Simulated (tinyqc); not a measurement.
Choice of the trial orbital: Wannier function of the lower band of a two-orbital chain.

H(k) = [[-d/2 - 2 ta cos k, -t1 - t2 exp(-ik)], [-t1 - t2 exp(ik), d/2 - 2 tb cos k]], k in 1/a, Bloch sums with exp(ikR) and without the positions inside the cell. Mesh k_j = 2 pi j/N. Projection gauge: each lower eigenvector u is multiplied by the phase that makes <trial|u> real and positive (the one-band case of Loewdin orthogonalisation). Wannier amplitudes w(R) = (1/N) sum_k exp(ikR) u(k); hoppings H(R) = (1/N) sum_k exp(-ikR) E(k).

Inputs chosen for the exercise: d = 0.47 eV (A at -d/2, B at +d/2); t1 = 1.1 eV (A-B in the cell); t2 = 1.23 eV (B to A of the next cell); ta = -0.24 eV (A-A between cells); tb = -0.2 eV (B-B between cells); xb = 0.63 a (position of B (A at 0)).

N = 16. Centre, Omega_I and Omega_D from overlaps (b = 2 pi/N, M_j = u_j^+ diag(1, exp(-i b xb)) u_(j+1); Omega_D = (1/(N b^2)) sum (arg M_j + b centre)^2).

Trial angle:

| th (deg) | smallest projection | centre (a) | Omega_I (a^2) | Omega_D (a^2) |
|---|---|---|---|---|
| 0 | 0.736 | -0.0215 | 0.19102 | 0.01230 |
| 15 | 0.826 | -0.0215 | 0.19102 | 0.07266 |
| 30 | 0.735 | -0.0215 | 0.19102 | 0.19158 |
| 45 | 0.535 | -0.0215 | 0.19102 | 0.40739 |
| 60 | 0.298 | -0.0215 | 0.19102 | 0.81440 |
| 75 | 0.041 | -0.0215 | 0.19102 | 1.58993 |
| 90 | 0.219 | 0.9785 | 0.19102 | 0.91586 |

What can be read from this table?

Omega_I is the same for all. Omega_D is smallest at 0 degrees (0.01230) and largest at 75 (1.58993). The centre jumps by a whole period for some trials: there the phase winds once across the zone, which centres the function in another cell.

(tinyqc, `OMP_NUM_THREADS=1 python tinyqc.py 1451952 1451953 out.jsonl`, Intel(R) Xeon(R) Processor @ 2.30GHz, 1 thread, shared host, about 0.1 s.)
